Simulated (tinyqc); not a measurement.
Inside a calculation. Method: plane-wave Kohn-Sham cycle with exchange-only LDA in a layered model solid. One step of it, computed by the program tinyqc.

Problem. Iteration 1: Hamiltonian at one k. H(m,m') = (k + G_m)^2/2 delta + V(G_m - G_m'), with V(-G) = V(G).

A solid whose potential varies along x alone (atomic units):
```
parameter                      value
period a                   12.400000
cross-section of the cell  38.000000
electrons per cell                 2
grid points                       16
plane waves -n..n, n               3
k points                           1
V1 in V1 cos(2 pi x/a)     -0.520000
V2 in V2 cos(4 pi x/a)     -0.240000
```

V(G_m), m = 0, 1, 2, ... (hartree): -0.159441  -0.260000  -0.120000  0.000000  0.000000  0.000000  0.000000

k = 0.000000 2 pi / a

Give: H.

Solution.

H (hartree):
```
         -3       -2       -1       +0       +1       +2       +3
-3   0.9960  -0.2600  -0.1200   0.0000   0.0000   0.0000   0.0000
-2  -0.2600   0.3541  -0.2600  -0.1200   0.0000   0.0000   0.0000
-1  -0.1200  -0.2600  -0.0311  -0.2600  -0.1200   0.0000   0.0000
+0   0.0000  -0.1200  -0.2600  -0.1594  -0.2600  -0.1200   0.0000
+1   0.0000   0.0000  -0.1200  -0.2600  -0.0311  -0.2600  -0.1200
+2   0.0000   0.0000   0.0000  -0.1200  -0.2600   0.3541  -0.2600
+3   0.0000   0.0000   0.0000   0.0000  -0.1200  -0.2600   0.9960
```
